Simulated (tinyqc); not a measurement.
# Gap and screening length from two transmissions

Question. At the source junction of a tunnel FET, T(w) = exp(-S), S = 2 pi lam sqrt(m/(C Eg)) [w + Eg/2 - sqrt(w (w + Eg))], C = hbar^2/(2 m0). Find Eg (between 0.1 and 3 eV) and lam.

Values chosen for this exercise:
- m = 0.045 m0 (band-edge mass of the two-band model)

Constants: q = 1.602176634e-19 C, hbar = 1.054571817e-34 J s, m0 = 9.1093837015e-31 kg, hbar^2/(2 m0) = 0.0380998212 eV nm^2. Results are converted to the units shown.

T(w) at w = 0.05 and 0.5 eV: 0.017897910  0.22340119

Solution. The ratio of the two exponents depends on Eg alone and falls steadily with it, which fixes Eg; either exponent then gives lam.

ratio of the two S = 2.68
Eg = 0.736 eV
lam = 2.30 nm

Program tinyqc, `OMP_NUM_THREADS=1 python tinyqc.py 2620147 2620148 out.jsonl`; Intel Xeon 2.30GHz, shared host, one thread, about 0.01 s.
